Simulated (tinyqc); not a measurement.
# Changing the mean free path l

Model: BCS gap equation with a constant attraction inside the Debye window. Computed by tinyqc, a small Python program. Command: `OMP_NUM_THREADS=1 python tinyqc.py 3005355 3005356 out.jsonl bcs sweep`. One thread of a shared host (Intel(R) Xeon(R) Processor @ 2.30GHz), about 0.01 s of CPU time with the checks.

Pairs attract with strength V for |xi| < k_B Theta; N(0) is the density of states for one spin. Energies are given as temperatures (E/k_B, in K) unless marked.

Inputs (values chosen for the exercise, modelled on vanadium):
```
quantity                  value      unit
coupling N(0)V            0.228         -
Debye temperature Theta     380         K
Fermi velocity v_F       330000       m/s
electron density n         7.31  1e28/m^3
```

Solver: secant.

Constants: k_B = 8.617333262e-05 eV/K; hbar = 1.054571817e-34 J s; k_B = 1.380649e-23 J/K; m_0 = 9.1093837015e-31 kg; eps_0 = 8.8541878128e-12 F/m; c = 299792458 m/s; e = 1.602176634e-19 C.

Method. At T = 0 the gap equation 1/(N(0)V) = int_0^Theta d xi/sqrt(xi^2 + Delta^2) has the integral arcsinh(Theta/Delta), so Delta_0 = Theta/sinh(1/(N(0)V)); weak coupling gives 2 Theta exp(-1/(N(0)V)). xi_0 = hbar v_F/(pi Delta_0); lambda_L = sqrt(m_0 eps_0 c^2/(n e^2)); N(0) = 3 n/(2 m_0 v_F^2) for one spin; condensation energy N(0) Delta_0^2/2 = B_c^2/(2 mu_0), mu_0 = 1/(eps_0 c^2); with scattering lambda = lambda_L sqrt(1 + xi_0/l) in the local limit (where xi_0 and l both exceed lambda, nonlocal response makes the true depth larger); Ginzburg-Landau kappa = 0.96 lambda_L/xi_0 + 0.72 lambda_L/l. Free-electron mass throughout; heavier carriers, as in niobium or vanadium, give a larger lambda_L and kappa and can make the metal type II.

One run for each value:
```
mean free path l (nm)  Ginzburg-Landau kappa  depth with scattering (nm)  coherence length xi_0 (nm)
1                                     14.374                      182.04                      84.777
3                                      4.940                      106.32                      84.777
8                                      1.992                       66.93                      84.777
20                                     0.930                       44.99                      84.777
70                                     0.425                       29.23                      84.777
200                                    0.293                       23.45                      84.777
600                                    0.246                       21.00                      84.777
2000                                   0.230                       20.07                      84.777
5000                                   0.225                       19.82                      84.777
```

What does the table show, and why?

Over the rows, Ginzburg-Landau kappa falls from 14.4 to 0.225 (exponent d ln y / d ln x -0.97 between the first rows and -0.020 between the last); depth with scattering (nm) falls from 182 to 19.8 (exponent d ln y / d ln x -0.49 between the first rows and -0.013 between the last); coherence length xi_0 (nm) does not change. At the low end the exponent of Ginzburg-Landau kappa is -0.97, close to -1: the dirty limit. At the high end the exponent of Ginzburg-Landau kappa is -0.02, close to 0: the clean limit. At the low end the exponent of depth with scattering is -0.49, close to -0.50: the dirty limit. At the high end the exponent of depth with scattering is -0.01, close to 0: the clean limit. The metal turns from type II to type I between l = 20 and 70 nm.
